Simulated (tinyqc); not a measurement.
Nucleation and growth of vacancy voids in a cooling silicon-like crystal: one step, computed by the program tinyqc. Command: `OMP_NUM_THREADS=1 python tinyqc.py 3007024 3007025 out.jsonl voids walk`. One thread of a shared host (Intel(R) Xeon(R) Processor @ 2.30GHz), about 0.7 s of CPU time with the checks.

Spherical voids; vacancies are lost only to voids.

Problem. Nucleation rate at T with the initial excess. C_e = C_m exp[-(E_f/k_B)(1/T - 1/T_m)]; D = D0 exp(-E_m/(k_B T)); f = k_B T ln(C/C_e); r* = 2 gamma/(rho f); W* = 16 pi gamma^3/(3 rho^2 f^2); Z = f/sqrt(12 pi W* k_B T); I = rho Z (4 pi r* D C) exp(-W*/(k_B T)).

Inputs (values chosen for the exercise, for a model crystal):
```
quantity                                    value    unit
vacancy density at the melting point C_m  6.5e+14  1/cm^3
formation energy E_f                         3.77      eV
melting point T_m                            1685       K
diffusion prefactor D0                    0.00043  cm^2/s
migration energy E_m                         0.38      eV
site density rho                            5e+22  1/cm^3
void surface energy gamma                   0.942   J/m^2
temperature of the worked step T             1355       K
```

initial excess C = 4.10e+13 1/cm^3

Constants: k_B = 8.617333262e-05 eV/K; k_B = 1.380649e-23 J/K; e = 1.602176634e-19 C.

Give: C_e; D; driving force f; critical radius r*; W*/(k_B T); rate I.

Solution.

C_e = 1.166e+12 1/cm^3

D = 1.660e-05 cm^2/s

driving force f = 0.4157 eV

critical radius r* = 0.5658 nm

W*/(k_B T) = 67.52

rate I = 8.120e-06 1/(cm^3 s)

Cooling by 10 K multiplies I by 1100: nucleation switches on within a narrow range of temperature.
